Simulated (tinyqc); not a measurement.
Planar ballistic transistor, top-of-the-barrier model: two steps of the calculation.

At the top of the source barrier, states moving towards the drain are filled by the source (Fermi level 0) and states moving back by the drain (Fermi level -q Vd); nothing scatters. U is the shift of the band edge there, set by the capacitances CG, CD and CS (the total) and by the charge. Parabolic two-dimensional band; the source is grounded.

Values chosen for this exercise; mass and valleys close to those of silicon (two valleys): temperature T = 300 K; effective mass m = 0.187 m0; valley degeneracy gv = 2; relative permittivity of the gate insulator eox = 7.5; insulator thickness tox = 3.9 nm; gate control CG/CS aG = 0.94; drain control CD/CS aD = 0.039; band edge at the barrier top above the source Fermi level at zero bias E0 = 0.31 eV; gate voltage Vg = 0.7 V; drain voltage Vd = 0.1 V.

Constants: q = 1.602176634e-19 C, kB = 1.380649e-23 J/K, hbar = 1.054571817e-34 J s, m0 = 9.1093837015e-31 kg, Vt = kB T/q, eps0 = 8.8541878128e-14 F/cm where lengths are in cm. Results are converted to the units shown.

Task 1. Density of states, capacitances and charge at zero bias. N0 = gv m kB T/(pi hbar^2), CG = eps0 eox/tox, vT = sqrt(2 kB T/(pi m)), CS = CG/aG, n0 = n at U = 0 and Vd = 0. eta1 = -(E0 + U)/Vt, eta2 = eta1 - Vd/Vt, n = (N0/2)[F_0(eta1) + F_0(eta2)], F_0(x) = ln(1 + exp x). UL = -(aG Vg + aD Vd).

Find: N0; CG; CS; n0; UL.

Result 1.

N0 = 4.0389e12 cm^-2
CG = 1.7027 uF/cm^2
CS = 1.8114 uF/cm^2
n0 = 2.5032e7 cm^-2
UL = -0.66190 eV

Task 2. Self-consistent potential at the barrier top. U(out) = UL + q (n - n0)/CS. Newton step: U(new) = U + (U(out) - U)/(1 + CQ/CS), CQ = (q/Vt) dn/d(eta1) with both F' summed; F_0'(x) = 1/(1 + exp(-x)).

U after iteration 1 = -0.38036472 eV
N0 = 4.0388985e12 cm^-2
CS = 1.8114132 uF/cm^2
n0 = 2.5031726e7 cm^-2
UL = -0.6619 eV

Give: eta1; eta2; n; U(out); CQ; U after iteration 2.

Result 2.

eta1 = 2.7218
eta2 = -1.1463
n = 6.1825e12 cm^-2
U(out) = -0.11507 eV
CQ = 14.762 uF/cm^2
U after iteration 2 = -0.35137 eV

tinyqc, about 0.01 s, one thread, Intel Xeon 2.30GHz (shared host): `OMP_NUM_THREADS=1 python tinyqc.py 2400031 2400032 out.jsonl`
